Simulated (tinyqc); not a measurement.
Inside a calculation. Model: electron mobility in a silicon inversion layer, empirical terms and Matthiessen rule.

Numbers from tinyqc (`OMP_NUM_THREADS=1 python tinyqc.py 2510035 2510036 out.jsonl`; about 0.01 s on one thread of a shared Intel Xeon 2.30GHz). Printed values are rounded.

Inversion layer of sheet density Ns on a uniformly doped body. The mobility terms are empirical power laws with prefactors chosen for the exercise; adding their inverses (Matthiessen) is itself an approximation.

Parameters, values chosen for the exercise; material values close to those of silicon: temperature T = 325 K; band gap Eg = 1.13 eV; relative permittivity of the semiconductor eps_r = 11.6; conduction-band density of states at T Nc = 3.2e19 cm^-3; valence-band density of states at T Nv = 3e19 cm^-3; body doping Nb = 2.2e18 cm^-3; reverse body bias Vsb = 0.3 V; weight of the inversion charge in the effective field eta = 0.5; gate capacitance Cox = 1.01 uF/cm^2; phonon-limited mobility at 1 MV/cm and 300 K Ap = 446 cm^2/(V s); roughness-limited mobility at 1 MV/cm As = 1120 cm^2/(V s); exponent of the roughness term gs = 2; Coulomb prefactor Ac = 2300 cm^2/(V s); charge at the interface Nit = 2.1e10 cm^-2; inversion density Ns = 1.6e12 cm^-2; ratio W/L WL = 5; drain voltage Vd = 0.05 V; measured linear current I = 6.96 uA.

Constants: q = 1.602176634e-19 C, kB = 1.380649e-23 J/K, Vt = kB T/q, eps0 = 8.8541878128e-14 F/cm where lengths are in cm. Results are converted to the units shown.

## Depletion charge and effective field

ni = sqrt(Nc Nv) exp(-Eg/(2 Vt)), Eg in volts; Ndep = sqrt(2 eps0 eps_r Nb (2 Vt ln(Nb/ni) + Vsb)/q); E = q (Ndep + eta Ns)/(eps0 eps_r), in MV/cm.

ni = 5.36630e10 cm^-3
Ndep = 6.01302e12 cm^-2
E = 1.06278 MV/cm

The depletion charge gives 88.3 % of the field.

## Mobility terms and their sum

With t = T/(300 K): muC = Ac (Ns/1e12 cm^-2) t/(Nb/1e17 cm^-3 + Nit/1e11 cm^-2), muP = Ap E^(-1/3) t^(-1.75), muS = As E^(-gs); 1/mu is the sum of the inverses.

terms (cm^2/(V s)): Coulomb 179.499, phonon 379.915, roughness 991.589
mu = 108.557 cm^2/(V s)
shares of 1/mu (%): Coulomb 60.4781, phonon 28.5741, roughness 10.9478

The Coulomb term limits most.

## Iteration 1: inversion density for the measured current

Ns at the start = 8e11 cm^-2

I = (W/L) q Ns mu Vd. E = q (Ndep + eta Ns)/(eps0 eps_r) in MV/cm. With t = T/(300 K): muC = Ac (Ns/1e12 cm^-2) t/(Nb/1e17 cm^-3 + Nit/1e11 cm^-2), muP = Ap E^(-1/3) t^(-1.75), muS = As E^(-gs); 1/mu is the sum of the inverses. Ns(new) = I/((W/L) q mu Vd).

E = 1.00038 MV/cm
mu = 68.4215 cm^2/(V s)
Ns after iteration 1 = 2.53961e12 cm^-2

## Iteration 2: inversion density for the measured current

As before.

E = 1.13607 MV/cm
mu = 135.988 cm^2/(V s)
Ns after iteration 2 = 1.27778e12 cm^-2

## Course of the iteration: inversion density for the measured current

Stop when Ns changes by less than 1e5 cm^-2, or after 120 iterations.

Course of the iteration:
```
iteration,Ns (cm^-2),|change| (cm^-2)
1,2.53961e12,1.74e12
2,1.27778e12,1.26e12
3,1.83295e12,5.55e11
4,1.48627e12,3.47e11
5,1.67055e12,1.84e11
6,1.56239e12,1.08e11
7,1.62258e12,6.02e10
8,1.58802e12,3.46e10
9,1.60752e12,1.95e10
...,...,...
23,1.60042e12,7.07e6
24,1.60042e12,4.02e6
25,1.60042e12,2.28e6
26,1.60042e12,1.29e6
27,1.60042e12,7.35e5
28,1.60042e12,4.18e5
29,1.60042e12,2.37e5
30,1.60042e12,1.35e5
31,1.60042e12,7.64e4
```

Converged in 31 iterations. At the end each change is about 0.57 times the one before, with alternating sign: linear convergence.

## Split C-V extraction

```
point,Vg (V),Cgc (uF/cm^2),I (uA)
0,0.1,8.88390e-5,1.83152e-9
1,0.2,0.00138323,4.44531e-7
2,0.3,0.0211421,1.05744e-4
3,0.4,0.252492,0.0191182
4,0.5,0.847004,0.679208
5,0.6,0.997685,3.28576
6,0.7,1.00920,7.22555
7,0.8,1.00995,11.7864
8,0.9,1.01000,16.5993
9,1,1.01000,21.4554
10,1.1,1.01000,26.2308
11,1.2,1.01000,30.8518
12,1.3,1.01000,35.2752
```

Q(Vg) is the trapezoid sum of Cgc from the first point (where Q is taken as 0); mu_eff = I/((W/L) Q Vd); mu_FE = (dI/dVg)/((W/L) Cox Vd) with a backward difference. Listed from point 4 on.

```
point,Q (uC/cm^2),mu_eff (cm^2/(V s)),mu_FE (cm^2/(V s))
4,0.0698564,38.8917,26.1422
5,0.162091,81.0843,103.230
6,0.262435,110.131,156.031
7,0.363393,129.737,180.627
8,0.464390,142.977,190.610
9,0.565390,151.792,192.320
10,0.666390,157.450,189.127
11,0.767390,160.814,183.010
12,0.868390,162.486,175.183
```

At the last point mu_FE is 7.8 % above mu_eff.
